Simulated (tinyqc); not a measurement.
Deep trap from a strong local potential in a two-band host (Koster-Slater model with semi-elliptic bands): one step, computed by the program tinyqc.

The valence band spans -2 W_v to 0 and the conduction band E_g to E_g + 2 W_c. The orbital at the impurity site has weight f_v in the valence band and 1 - f_v in the conduction band, each spread as a semi-ellipse (2/(pi W^2)) sqrt(W^2 - x^2) about the band centre. The impurity adds U to this orbital. Spin is left out.

Task: The trap level. In the gap G(E) = f_v (2/W_v^2)[x - sqrt(x^2 - W_v^2)] - (1 - f_v)(2/W_c^2)[y - sqrt(y^2 - W_c^2)], x = E + W_v, y = E_g + W_c - E. The trap level solves G(E) = 1/U (bisection). With D = -dG/dE = D_v + D_c, D_v = f_v (2/W_v^2)[x/sqrt(x^2 - W_v^2) - 1] and D_c = (1 - f_v)(2/W_c^2)[y/sqrt(y^2 - W_c^2) - 1], the weight on the impurity orbital is 1/(U^2 D) and the conduction-band character is D_c/D.

Inputs (values chosen for the exercise, for a model semiconductor): gap E_g = 1.72 eV; half-width of the valence band W_v = 4 eV; half-width of the conduction band W_c = 4.1 eV; valence weight f_v of the site orbital = 0.56; impurity potential U = -21.5 eV.

Impurity: attractive, donor-like.

Give: trap level E_t; weight on the impurity orbital; conduction-band character; depth below the conduction band.

Result:

trap level E_t = 1.577 eV

weight on the impurity orbital = 0.01194

conduction-band character = 0.8319

depth below the conduction band = 0.1434 eV
